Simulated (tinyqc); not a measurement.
sp3s* tight binding, step by step. Values are carried at full precision from step to step, so a last printed digit may differ when a step is redone from the rounded ones.

sp3s* tight binding, nearest neighbours only: anion (a) at 0, cation (c) at a/4 (1,1,1), orbitals s, px, py, pz, s* on each; k in units of 2 pi/a. With phases e_j = exp(i (pi/2) k.n_j) for n = (1,1,1), (1,-1,-1), (-1,1,-1), (-1,-1,1): g0 = (e1+e2+e3+e4)/4, g1 = (e1+e2-e3-e4)/4, g2 = (e1-e2+e3-e4)/4, g3 = (e1-e2-e3+e4)/4. The diagonal holds the levels Esa, Epa, Exa (s*) and Esc, Epc, Exc. Anion-cation block: <sa|sc> = Vss g0; <sa|xc> = Vsapc g1; <xa|sc> = -Vscpa g1; <xa|xc> = Vxx g0; <xa|yc> = <ya|xc> = Vxy g3, <xa|zc> = <za|xc> = Vxy g2, <ya|zc> = <za|yc> = Vxy g1; <s*a|xc> = Vxapc g1; <xa|s*c> = -Vpaxc g1; y and z take g2 and g3 in place of g1; s-s* and s*-s* vanish.

Constants: hbar^2/2m0 = 3.80998211 eV angstrom^2.

Values chosen for the exercise (near a published set for Ge, fitted to gaps, whose masses and valley positions are rough; the results hold for these values, not for the real material): k = (0.26, 0, 0) 2 pi/a (wave vector); Esa = -5.843 eV (s level of the anion); Epa = 1.616 eV (p level of the anion); Esc = -5.843 eV (s level of the cation); Epc = 1.616 eV (p level of the cation); Exa = 6.457 eV (s* level of the anion); Exc = 6.457 eV (s* level of the cation); Vss = -6.699 eV (s-s); Vxx = 1.605 eV (px-px); Vxy = 4.93 eV (px-py); Vsapc = 5.396 eV (s anion, p cation); Vscpa = 5.396 eV (s cation, p anion); Vxapc = 5.278 eV (s* anion, p cation); Vpaxc = 5.278 eV (p anion, s* cation); a = 5.655 angstrom (lattice constant).

## Phase sums

Form g0 to g3 at this k.

g0, g1, g2, g3: 0.91775  0.39715i  0.00000  0.00000

## The Hamiltonian without spin-orbit coupling

Fill in the 10 x 10 matrix.

H(k) (eV), lower triangle (Hermitian):
```
           sa       xa        ya        za       s*a       sc      xc      yc      zc     s*c
sa    -5.8430
xa          0   1.6160
ya          0        0    1.6160
za          0        0         0    1.6160
s*a         0        0         0         0    6.4570
sc    -6.1480  2.1430i         0         0         0  -5.8430
xc   -2.1430i   1.4730         0         0  -2.0961i        0  1.6160
yc          0        0    1.4730  -1.9579i         0        0       0  1.6160
zc          0        0  -1.9579i    1.4730         0        0       0       0  1.6160
s*c         0  2.0961i         0         0         0        0       0       0       0  6.4570
```

## Levels at this k

Diagonalise H, which belongs to k = (0.26, 0, 0) (2 pi/a). Four bands are filled (two electrons each); give the make-up of band 5, the lowest empty one.

levels (eV): -12.2942  -2.1988  -0.8342  -0.8342  1.9534  2.3417  4.0662  4.0662  7.1504  7.5074

weights of band 5: s 0.581, p 0.344, s* 0.075

weight of band 5 on atom a = 0.500

The vertical gap at this k is 2.7876 eV; band 5 is mostly s-like.

## Levels at Gamma

At k = 0 only g0 = 1 is left and H falls into 2 x 2 blocks [[E_a, V], [V, E_c]] with roots (E_a + E_c)/2 -/+ sqrt(((E_a - E_c)/2)^2 + V^2); the s* levels stay uncoupled. The direct gap runs from the highest lower root of the p blocks to the lowest upper root.

Blocks at Gamma (eV):

| block | E_a | E_c | V | lower root | upper root |
|---|---|---|---|---|---|
| s (Gamma1) | -5.8430 | -5.8430 | -6.6990 | -12.5420 | 0.8560 |
| p (Gamma15) | 1.6160 | 1.6160 | 1.6050 | 0.0110 | 3.2210 |

direct gap at Gamma = 0.8450 eV

The lowest empty level at Gamma is s-like.

## Bands near the gap

Diagonalise at L = (1/2,1/2,1/2), X = (1,0,0), W = (1,1/2,0), K = (3/4,3/4,0) and at the fractions named between them; energies from the top of the valence band at Gamma; 4 bands are filled.

Levels (eV):

| k | level 2 | level 3 | level 4 | level 5 | level 6 |
|---|---|---|---|---|---|
| L | -7.969 | -1.663 | -1.663 | 0.688 | 2.421 |
| L-G 0.5 | -4.734 | -0.969 | -0.969 | 1.142 | 2.954 |
| G | 0.000 | 0.000 | 0.000 | 0.845 | 3.210 |
| G-X 0.2 | -1.579 | -0.552 | -0.552 | 1.756 | 2.623 |
| G-X 0.4 | -3.711 | -1.570 | -1.570 | 1.667 | 2.087 |
| G-X 0.6 | -5.773 | -2.494 | -2.494 | 0.981 | 1.820 |
| G-X 0.7 | -6.720 | -2.848 | -2.848 | 0.800 | 1.584 |
| G-X 0.8 | -7.595 | -3.110 | -3.110 | 0.733 | 1.331 |
| G-X 0.9 | -8.394 | -3.271 | -3.271 | 0.770 | 1.093 |
| X | -9.115 | -3.325 | -3.325 | 0.897 | 0.897 |
| W | -9.115 | -3.325 | -3.325 | 0.897 | 0.897 |
| K | -8.671 | -3.578 | -2.838 | 0.803 | 1.098 |
| K-G 0.5 | -5.456 | -2.377 | -1.026 | 1.479 | 2.153 |

On these points the lowest empty level is lowest at L, 0.688 eV above the top.

## Valleys and masses

The lowest conduction level at Gamma, at its minimum on (x,0,0) for x from 0.5 to 1, and at the point L (L, and X where the search ends there, need not be minima in this model; a zero or negative inverse mass shows it). Inverse masses m0/m = (E(+h) + E(-h) - 2 E)/(2 c q^2) with c = hbar^2/2m0, q = h 2 pi/a, h = 0.002; longitudinal along the valley axis ([100] at Gamma and Delta, [111] at L), transverse along [010] or [1-10]. A dash: the next level lies within 0.15 eV, so a single mass has no use there.

Valleys:

| valley | x (2 pi/a) | E - Ev (eV) | m0/m_l | m0/m_t |
|---|---|---|---|---|
| Gamma | 0.0000 | 0.8450 | 16.31 | 16.31 |
| Delta | 0.8125 | 0.7320 | 1.11 | 0.53 |
| L | 0.5000 | 0.6883 | 0.46 | 1.36 |

Of these three the lowest is L, which makes the gap indirect, 0.6883 eV. At Delta m0/m_t is 0.53. This nearest-neighbour model is fitted to gaps: it places the Delta minimum and the masses at Delta and L only roughly (transverse masses can be several times too heavy), and since its bands are flat from X to W the transverse mass grows too heavy towards X; d orbitals or second neighbours cure this.

## Checks

- Direct gap at Gamma from the blocks against the full matrix: both 0.845000.

tinyqc: `OMP_NUM_THREADS=1 python tinyqc.py 1481912 1481913 out.jsonl`; about 0.07 s, one thread, shared Intel(R) Xeon(R) Processor @ 2.30GHz.
